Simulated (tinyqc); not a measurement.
Deep level as a short-range spherical well: one step. Thermal emission. Two cases, with inputs chosen for the exercise.

Question. Give v, Nc, e and 1/e.

Thermal emission e = sn v Nc exp(-Et/kB T), v = sqrt(6 c kB T/m)/hbar, Nc = 2 gv (m kB T/(4 pi c))^(3/2), c = hbar^2/2m0, one mass for both, degeneracy ratio 1; 1 angstrom = 1e-8 cm.

Constants: hbar^2/2m0 = 3.80998211 eV angstrom^2; kB = 8.617333262e-05 eV/K; hbar = 6.58211957e-16 eV s.

Give: v; Nc; e; 1/e.

Case 1.

Values chosen (near those of Si; shifted at random, so the results belong to these values and not to a real crystal): m = 0.27 m0 (mass); gv = 6 (valleys); sn = 3.4 x 1e-16 cm^2 (capture cross-section); T = 150 K (temperature).

Et = 0.428431 eV

Answer.

v = 1.589 x 1e7 cm/s
Nc = 7.468 x 1e18/cm^3
e = 0.000163 1/s
1/e = 6.15e+03 s

Case 2.

Values chosen (near those of Ge; shifted at random, so the results belong to these values and not to a real crystal): m = 0.116 m0 (mass); gv = 4 (valleys); sn = 0.79 x 1e-16 cm^2 (capture cross-section); T = 250 K (temperature).

Et = 0.480829 eV

Answer.

v = 3.130 x 1e7 cm/s
Nc = 3.017 x 1e18/cm^3
e = 1.51 1/s
1/e = 0.661 s

Computed by tinyqc, one run a case: `OMP_NUM_THREADS=1 python tinyqc.py N N+1 out.jsonl` with N = 1252039, 1252106; one thread of a shared Intel(R) Xeon(R) Processor @ 2.30GHz, about 0.01 s a run at most.
